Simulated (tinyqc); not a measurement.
Surface photovoltage measurement of the minority-carrier diffusion length in a wafer: one step, computed by the program tinyqc. Command: `OMP_NUM_THREADS=1 python tinyqc.py 3130598 3130599 out.jsonl spv walk`. One thread of a shared host (Intel(R) Xeon(R) Processor @ 2.30GHz), about 0.01 s of CPU time with the checks.

Low injection, steady light, a depletion layer much thinner than 1/alpha and L. The excess density dn is taken at the front edge of the neutral region; light that reaches the back is lost.

Problem. The linear plot. alpha = (84.732/lambda - 76.417)^2 per cm with lambda in micrometre (an empirical fit for silicon between 0.7 and 1.05 micrometre). Thick wafer: dn = Phi L/((S_f + D/L)(L + 1/alpha)). Finite wafer, with s = S_b L/D, w = W/L, a = alpha L: dn = [Phi a/(a^2 - 1)] [a - B - exp(-alpha W)(a - s)/(cosh w + s sinh w)]/(S_f + B D/L), B = (sinh w + s cosh w)/(cosh w + s sinh w). Readings y = (Phi/dn) (1 + noise x g) at 780, 830, 880, 920, 950, 975 and 995 nm; a least-squares line y = c (1/alpha + L_app) gives L_app = intercept/slope.

Inputs (values chosen for the exercise, modelled on p-type silicon at room temperature):

| quantity | value | unit |
|---|---|---|
| diffusion length L | 690 | micrometre |
| wafer thickness W | 300 | micrometre |
| diffusivity D | 24.3 | cm^2/s |
| front recombination velocity S_f | 500 | cm/s |
| back recombination velocity S_b | 270 | cm/s |
| photon flux entering | 6.2e+11 | 1/(cm^2 s) |
| relative noise of each reading | 0.5 | % |

normal deviates g for the noise: -1.76  -1.99  0.56  -0.65  -1.95  -0.92  -0.16

Give: the table «Readings» with the columns 1/alpha (micrometre), y (cm/s), line (cm/s), for lambda (nm) = 780, 830, 880, 920, 950, 975, 995; slope; apparent length L_app; error of L_app (rounded to 0.001).

Solution.

Readings:

| lambda (nm) | 1/alpha (micrometre) | y (cm/s) | line (cm/s) |
|---|---|---|---|
| 780 | 9.64 | 818.1 | 810.7 |
| 830 | 15.18 | 822.9 | 819.5 |
| 880 | 25.33 | 844.2 | 835.7 |
| 920 | 40.66 | 855.2 | 860.1 |
| 950 | 61.28 | 874.7 | 892.9 |
| 975 | 90.92 | 928.2 | 940.1 |
| 995 | 130.89 | 1019.5 | 1003.8 |

slope = 1.5924 cm/(s micrometre)

apparent length L_app = 499.49 micrometre

error of L_app (rounded to 0.001) = -27.611 %

Without noise the error would be -25.9 %, from the finite thickness at W/L = 0.4. S_f scales all readings alike and leaves L_app unchanged.
